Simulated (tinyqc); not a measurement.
Worked calculation: empirical pseudopotential in a few plane waves. One step of it, computed by the program tinyqc.

Question. Bloch Hamiltonian at G. Basis: the 15 shortest G (labels in 2 pi/a), the same at every k. H(G,G') = c |k + G|^2 delta + VS(|G-G'|^2) cos((G-G').tau) + i VA sin((G-G').tau), tau = a/8 (1,1,1); 1 Ry = 13.605693 eV.

Parameters chosen for this model: fcc lattice, atoms at +/- a/8 (1,1,1); form factors in rydberg at |G|^2 in units of (2 pi/a)^2:
```
parameter,value,unit
a,5.660000,angstrom
VS(3),-0.246000,Ry
VS(8),0.053000,Ry
VS(11),0.057000,Ry
VA(3),0,Ry
VA(4),0,Ry
VA(11),0,Ry
hbar^2/2m (2 pi/a)^2,4.695154,eV
```

k point G (2 pi / a): 0  0  0

Give: H(k) at G.

Answer.

H(k) at G (eV):
```
,+0+0+0,-1-1-1,-1-1+1,-1+1-1,-1+1+1,+1-1-1,+1-1+1,+1+1-1,+1+1+1,-2+0+0,+0-2+0,+0+0-2,+0+0+2,+0+2+0,+2+0+0
+0+0+0,0.000,2.367,-2.367,-2.367,-2.367,-2.367,-2.367,-2.367,2.367,0.000,0.000,0.000,0.000,0.000,0.000
-1-1-1,2.367,14.085,0.000,0.000,-0.721,0.000,-0.721,-0.721,0.000,-2.367,-2.367,-2.367,-0.548,-0.548,-0.548
-1-1+1,-2.367,0.000,14.085,0.721,0.000,0.721,0.000,0.000,-0.721,-2.367,-2.367,0.548,2.367,-0.548,-0.548
-1+1-1,-2.367,0.000,0.721,14.085,0.000,0.721,0.000,0.000,-0.721,-2.367,0.548,-2.367,-0.548,2.367,-0.548
-1+1+1,-2.367,-0.721,0.000,0.000,14.085,0.000,0.721,0.721,0.000,2.367,-0.548,-0.548,-2.367,-2.367,0.548
+1-1-1,-2.367,0.000,0.721,0.721,0.000,14.085,0.000,0.000,-0.721,0.548,-2.367,-2.367,-0.548,-0.548,2.367
+1-1+1,-2.367,-0.721,0.000,0.000,0.721,0.000,14.085,0.721,0.000,-0.548,2.367,-0.548,-2.367,0.548,-2.367
+1+1-1,-2.367,-0.721,0.000,0.000,0.721,0.000,0.721,14.085,0.000,-0.548,-0.548,2.367,0.548,-2.367,-2.367
+1+1+1,2.367,0.000,-0.721,-0.721,0.000,-0.721,0.000,0.000,14.085,-0.548,-0.548,-0.548,-2.367,-2.367,-2.367
-2+0+0,0.000,-2.367,-2.367,-2.367,2.367,0.548,-0.548,-0.548,-0.548,18.781,0.721,0.721,-0.721,-0.721,0.000
+0-2+0,0.000,-2.367,-2.367,0.548,-0.548,-2.367,2.367,-0.548,-0.548,0.721,18.781,0.721,-0.721,0.000,-0.721
+0+0-2,0.000,-2.367,0.548,-2.367,-0.548,-2.367,-0.548,2.367,-0.548,0.721,0.721,18.781,0.000,-0.721,-0.721
+0+0+2,0.000,-0.548,2.367,-0.548,-2.367,-0.548,-2.367,0.548,-2.367,-0.721,-0.721,0.000,18.781,0.721,0.721
+0+2+0,0.000,-0.548,-0.548,2.367,-2.367,-0.548,0.548,-2.367,-2.367,-0.721,0.000,-0.721,0.721,18.781,0.721
+2+0+0,0.000,-0.548,-0.548,-0.548,0.548,2.367,-2.367,-2.367,-2.367,0.000,-0.721,-0.721,0.721,0.721,18.781
```
